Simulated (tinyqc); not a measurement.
Square on-chip spiral inductor, lumped pi model: one step of the calculation.

Outer diameter do = di + 2 n wd + 2 (n - 1) sp, mean da = (do + di)/2, fill p = (do - di)/(do + di), length l = 4 n da. L = 2.34 mu0 n^2 da/(1 + 2.75 p), mu0 = 4 pi 1e-7 H/m. Rs = rho l/(wd delta (1 - exp(-th/delta))), delta = sqrt(rho/(pi f mu0)). Cs = n wd^2 eps0 eo/hu across the coil. At each end Cox = l wd eps0 eo/(2 ho) leads to the substrate branch Rsi = 2 rs he/(l wd) in parallel with Csi = l wd eps0 11.7/(2 he). With one end grounded Y = 1/(Rs + i w L) + i w Cs + 1/[1/(i w Cox) + 1/(1/Rsi + i w Csi)], w = 2 pi f; Q = -Im Y/Re Y. Eddy currents in neighbouring turns and in the substrate are left out.

Question. Admittance, quality factor and apparent inductance. Series branch 1/(Rs + i w L), substrate branch, total Y, Q = -Im Y/Re Y, apparent inductance Im(1/Y)/w, metal-only value w L/Rs, share of the loss in the substrate Re(substrate branch)/Re Y.

Inputs (values chosen for the exercise): frequency f = 1.6 GHz.

L = 1.1722661 nH
Rs = 1.7060088 ohm
Cs = 8.5944650 fF
Cox = 28.232817 fF
Rsi = 1223.0920 ohm
Csi = 8.4698452 fF

Wanted: series branch; substrate branch; Y; Q; apparent inductance; w L/Rs; share of the loss in the substrate.

Answer.

series branch = 12.03-83.11i mS
substrate branch = 0.0819+0.2469i mS
Y = 12.11-82.78i mS
Q = 6.834
apparent inductance = 1.176 nH
w L/Rs = 6.908
share of the loss in the substrate = 0.6758 %

Q is 98.9 % of the metal-only value.

Numbers from tinyqc (`OMP_NUM_THREADS=1 python tinyqc.py 2302101 2302102 out.jsonl`; about 0.01 s on one thread of a shared Intel Xeon 2.30GHz).
